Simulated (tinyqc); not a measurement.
Stretching all distances: RHF, UHF, MP2, CISD and CCSD against full CI in the sto-6g basis, for H6, spin multiplicity 1. Computed by the program tinyqc with PySCF. All coordinates are multiplied by the scale. c0^2 is the weight of the RHF determinant in the lowest singlet FCI state (UHF is spin-contaminated and may lie near states of higher spin) and n(LUMO) the first natural occupation beyond the occupied space.

Geometry (angstrom):
```
atom       x       y       z
H     0.0000  0.0000  0.0000
H     0.0000  0.0000  0.7330
H     0.0000  0.0000  1.7060
H     0.0000  0.0000  2.4400
H     0.0000  0.0000  3.4130
H     0.0000  0.0000  4.1460
```

Full CI energy (hartree) and errors against it (kcal/mol):
```
scale  distance 1-2 (angstrom)    E(FCI)      RHF     UHF      MP2    CISD   CCSD  <S^2> UHF   c0^2  n(LUMO)
0.870                    0.638  -3.19917   30.898  30.898    8.702   0.415  0.057      0.000  0.976    0.029
1.080                    0.792  -3.34349   42.041  42.041   13.924   1.044  0.094      0.000  0.958    0.047
1.290                    0.946  -3.32343   57.324  57.324   21.532   2.476  0.166      0.000  0.928    0.074
1.500                    1.099  -3.24419   77.959  77.926   32.260   5.467  0.285      0.049  0.881    0.113
1.700                    1.246  -3.15484  103.505  88.140   45.889  10.765  0.427      0.968  0.818    0.165
1.910                    1.400  -3.06649  136.932  80.512   63.821  20.044  0.559      1.699  0.730    0.237
2.330                    1.708  -2.93680  220.933  46.040  106.584  52.130  0.482      2.524  0.525    0.419
```

Estimate the missing row, scale = 2.12.

Computed row:
```
scale  distance 1-2 (angstrom)    E(FCI)      RHF     UHF     MP2    CISD   CCSD  <S^2> UHF   c0^2  n(LUMO)
2.120                    1.554  -2.99290  176.608  63.866  84.654  33.883  0.598      2.203  0.629    0.323
```

UHF parts from RHF first at scale 1.5 of those listed, where <S^2> leaves zero. The weight c0^2 goes from 0.98 to 0.53 and n(LUMO) from 0.03 to 0.42: static correlation grows as the bonds break into open-shell fragments. The spread of the error along the curve, which distorts its shape, is CCSD 0.5, CISD 51.7, UHF 57.2, MP2 97.9, RHF 190.0 kcal/mol.
